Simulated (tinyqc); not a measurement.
Rectangular fin or nanosheet with a gate all round, subbands and threshold shift from confinement: two steps of the calculation.

Undoped body with a flat potential across it, hard walls, transport along x. One isotropic valley (g = 1, mx = my = mz = me). Non-parabolicity enters the subband edges through E (1 + al E) = gamma, so E = 2 gamma/(1 + sqrt(1 + 4 al gamma)); motion within a subband is taken as parabolic with the band-edge mass. Energies are counted from the bulk band edge.

Values chosen for this exercise; masses close to those of GaN:
```
symbol  value  unit                                                meaning
T         300     K                                            temperature
me      0.197    m0                                  mass at the band edge
al        0.2  1/eV                                       non-parabolicity
t         3.9    nm                                        width (along y)
dl        0.3    nm  widening of the box by penetration into the insulator
H        15.6    nm                                       height (along z)
```

Constants: q = 1.602176634e-19 C, kB = 1.380649e-23 J/K, hbar = 1.054571817e-34 J s, m0 = 9.1093837015e-31 kg, Vt = kB T/q, hbar^2/(2 m0) = 0.0380998212 eV nm^2. Results are converted to the units shown.

Task 1. Lowest subbands. gamma = C pi^2 [a^2/(my (t + dl)^2) + b^2/(mz (H + dl)^2)], C = hbar^2/(2 m0). List the 5 lowest, labelled by quantum numbers, with degeneracy g and N_k: N_k = g sqrt(2 mx m0 kB T/(pi hbar^2)).

Find: E_k; g; N_k.

Result 1.

| subband | E_k (eV) | g | N_k (cm^-1) |
|---|---|---|---|
| 1,1 | 0.1132 | 1 | 2.063e6 |
| 1,2 | 0.1348 | 1 | 2.063e6 |
| 1,3 | 0.1704 | 1 | 2.063e6 |
| 1,4 | 0.2194 | 1 | 2.063e6 |
| 1,5 | 0.2812 | 1 | 2.063e6 |

Task 2. Threshold shift. Each subband has N_k = g sqrt(2 mx m0 kB T/(pi hbar^2)); without degeneracy n = exp(EF/Vt) sum N_k exp(-E_k/Vt). Classical value Nc times t H, Nc = sum over valleys of 2 g (m m0 kB T/(2 pi hbar^2))^1.5 with m = (mx my mz)^(1/3). Threshold shift dVT = Vt ln(classical value/sum N_k exp(-E_k/Vt)). Use the subbands listed.

| subband | E_k (eV) | N_k (cm^-1) |
|---|---|---|
| 1,1 | 0.11319526 | 2.0627366e6 |
| 1,2 | 0.13477579 | 2.0627366e6 |
| 1,3 | 0.17035580 | 2.0627366e6 |
| 1,4 | 0.21938584 | 2.0627366e6 |
| 1,5 | 0.28115467 | 2.0627366e6 |

Find: shares; sum N_k exp(-E_k/Vt); Nc; classical value; dVT.

Result 2.

shares, subband 1,1 to 1,5 (%): [64.041, 27.792, 7.018, 1.053, 0.097]
sum N_k exp(-E_k/Vt) = 40401 cm^-1
Nc = 2.1942e18 cm^-3
classical value = 1.3349e6 cm^-1
dVT = 90.425 mV

Numbers from tinyqc (`OMP_NUM_THREADS=1 python tinyqc.py 2350089 2350090 out.jsonl`; about 0.09 s on one thread of a shared Intel Xeon 2.30GHz).
